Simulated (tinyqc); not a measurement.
Capacitance measurement on a leaky thin oxide: effects of series resistance and leakage: readings against frequency.

The device is a capacitance C in parallel with a leakage conductance G, in series with Rs and Ls. An impedance meter reports either a parallel pair (Cp, Gp) from Y = 1/Z = Gp + i w Cp or a series pair (Cs, Rm) from Z = Rm + 1/(i w Cs); w = 2 pi f, dissipation D = Gp/(w |Cp|).

EOT = 3.9 tox/eox; CET = EOT + zc + zp; C = 3.9 eps0 A/CET; G = Jg A/Vs. Z = Rs + i w Ls + 1/(G + i w C); CET read from Cp = 3.9 eps0 A/Cp; errors under 0.001 % are printed as 0.

Inputs (values chosen for the exercise); values of the order met in thin-oxide MOS capacitors:
- eox = 7.3 (relative permittivity of the gate insulator (close to silicon nitride))
- tox = 3.9 nm (insulator thickness)
- A = 100 um^2 (gate area)
- zc = 0.45 nm (oxide-equivalent thickness added by the accumulation layer)
- zp = 0 nm (oxide-equivalent thickness added by gate depletion)
- Jg = 4.1 A/cm^2 (gate leakage current density, not matched to the thickness)
- Vs = 0.39 V (voltage for an e-fold rise of the leakage)
- Rs = 9.4 ohm (series resistance)
- Ls = 0 nH (series inductance)

Constants: eps0 = 8.8541878128e-14 F/cm where lengths are in cm. Results are converted to the units shown.

The same in every row: C (pF) = 1.363.

Result of one run:
```
f (Hz)	Cp (pF)	Cs (pF)	D	error of Cp (%)	error of Cs (%)	CET read from Cp (nm)
1e5	1.363	206.8	12.28	-0.0198	1.51e4	2.534
```

What becomes of these results when the measuring frequency f is changed from 1e5 to 10000 Hz, all else the same?

Result of the changed run:
```
f (Hz)	Cp (pF)	Cs (pF)	D	error of Cp (%)	error of Cs (%)	CET read from Cp (nm)
10000	1.363	2.054e4	122.8	-0.0198	1.51e6	2.534
```

The whole series:
```
f (Hz)	Cp (pF)	Cs (pF)	D	error of Cp (%)	error of Cs (%)	CET read from Cp (nm)
1000	1.363	2.054e6	1228	-0.0198	1.51e8	2.534
3000	1.363	2.282e5	409.2	-0.0198	1.67e7	2.534
10000	1.363	2.054e4	122.8	-0.0198	1.51e6	2.534
30000	1.363	2284	40.92	-0.0198	1.67e5	2.534
1e5	1.363	206.8	12.28	-0.0198	1.51e4	2.534
3e5	1.363	24.18	4.092	-0.0198	1670	2.534
1e6	1.363	3.417	1.228	-0.0198	151	2.534
3e6	1.363	1.591	0.4095	-0.0198	16.7	2.534
1e7	1.363	1.383	0.1236	-0.0198	1.51	2.534
3e7	1.363	1.365	0.04334	-0.0203	0.167	2.534
```

D falls from 1230 to 0.0433; without inductance its minimum lies at f = sqrt(G (1 + G Rs)/Rs)/(2 pi C) = 1.23e8 Hz. The error of Cp goes from -0.0198 to -0.0203 % and that of Cs from 1.51e8 to 0.167 %; at low frequency Cp tends to C/(1 + G Rs)^2 and Cs grows as 1 + (G/(w C))^2. One of the two readings is within 2 % of C for f = 1000, 3000, 10000, 30000, 1e5, 3e5, 1e6, 3e6, 1e7, 3e7 Hz. For f = 1000, 3000, 10000, 30000, 1e5, 3e5, 1e6 D exceeds 1, where the accuracy of real meters degrades in proportion to sqrt(1 + D^2).

tinyqc, about 0.01 s, one thread, Intel Xeon 2.30GHz (shared host): `OMP_NUM_THREADS=1 python tinyqc.py 2022182 2022183 out.jsonl`
